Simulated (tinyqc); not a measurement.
Geometry optimisation on the RHF/sto-3g surface (energies and gradients from PySCF), for BeH2, spin multiplicity 1, step by step. One step of it, computed by the program tinyqc.

Question. Step 1: move. Quasi-Newton step p = -H^(-1) g (first H = 1 times the unit matrix); steps longer than 0.3 bohr are cut back.

positions at the start (bohr):
```
             x          y          z
1Be  -0.088817   0.022677  -0.111494
2H   -0.039684   2.560579   0.306136
3H    0.069920  -2.532233   0.251334
```

gradient (hartree/bohr):
```
               x            y            z
1Be  -0.00623099   0.00247198  -0.02321455
2H    0.00248954   0.02598835   0.01174957
3H    0.00374144  -0.02846033   0.01146497
```

Give: positions after step 1.

Answer.

positions after step 1 (bohr):
```
           x        y        z
1Be  -0.0826   0.0202  -0.0883
2H   -0.0422   2.5346   0.2944
3H    0.0662  -2.5038   0.2399
```
